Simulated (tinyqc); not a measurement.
## Thin-film transistor with exponential tail and deep states, accumulation layer: effect of the characteristic temperature of the tail

An undoped film in accumulation, thicker than the space-charge layer. With band bending psi the Fermi level lies E0 - psi below the band edge. Free electrons n = n0 exp(psi/Vt) carry the current; electrons in two exponential distributions of traps, a = a0 exp(psi/Va) and d = d0 exp(psi/Vp), do not. Linear regime, ohmic contacts, traps in equilibrium.

Va = kB Tt/q, Vp = kB Td/q; n0 = Nc exp(-E0/Vt), a0 = Nt th(T/Tt) exp(-E0/Va), d0 = Nd th(T/Td) exp(-E0/Vp), th(x) = pi x/sin(pi x). G(psi) = sum over the three kinds of c0 [V (exp(psi/V) - 1) - psi], field F = sqrt(2 q G/(eps0 eps_r)); Vg = psi + eps0 eps_r F/Ci at the surface. Total charge Q = Ci (Vg - psi_s); free charge Qf = q times the integral of n0 (exp(psi/Vt) - 1)/F over psi from 0 to psi_s; I = (W/L) mb Qf Vd; effective mobility mb Qf/Q.

Values chosen for this exercise; values close to those of amorphous silicon:
```
symbol,value,unit,meaning
T,270,K,temperature
eps_r,11.8,,relative permittivity of the semiconductor
Nc,4.8e19,cm^-3,density of extended states
mb,8,cm^2/(V s),band mobility
Nt,8.9e19,cm^-3,total density of tail states
Nd,7.1e17,cm^-3,total density of deep states
Td,1050,K,characteristic temperature of the deep states
E0,0.57,eV,bulk Fermi level below the band edge
Ci,20,nF/cm^2,gate capacitance
WL,20,,ratio W/L
Vd,0.2,V,drain voltage
Vg,12,V,gate voltage above flat band
```

Constants: q = 1.602176634e-19 C, kB = 1.380649e-23 J/K, Vt = kB T/q, eps0 = 8.8541878128e-14 F/cm where lengths are in cm. Results are converted to the units shown.

Results:
```
Tt (K),E0 - psi_s (eV),Q (nC/cm^2),free share (%),effective mobility (cm^2/(V s)),I (nA)
340,0.1277,231.2,2.200,0.1760,162.8
380,0.1334,231.3,1.660,0.1328,122.9
420,0.1419,231.4,1.114,0.08911,82.49
460,0.1520,231.6,0.7003,0.05602,51.91
500,0.1632,231.9,0.4219,0.03375,31.30
580,0.1877,232.4,0.1411,0.01129,10.49
620,0.2006,232.6,0.07947,0.006357,5.915
```

Estimate the missing row, Tt = 540 K.

Computed row:
```
Tt (K),E0 - psi_s (eV),Q (nC/cm^2),free share (%),effective mobility (cm^2/(V s)),I (nA)
540,0.1751,232.1,0.2467,0.01973,18.32
```

With this row back in the table: As Tt goes from 340 to 620 K, the free share falls from 2.20 to 0.0795 %, the distance of the Fermi level from the edge rises from 0.128 to 0.201 eV and the current falls from 163 to 5.92 nA. Q varies by only 0.63 %: the gate sets the charge, the traps decide how much of it moves. For Tt = 340 to 380 K the th form, which assumes a Fermi level far below the edge, overcounts the filled tail at the surface by more than 15 %.

Computed by the program tinyqc: `OMP_NUM_THREADS=1 python tinyqc.py 2610045 2610046 out.jsonl`, one thread of a shared Intel Xeon 2.30GHz, about 0.02 s for the whole run.
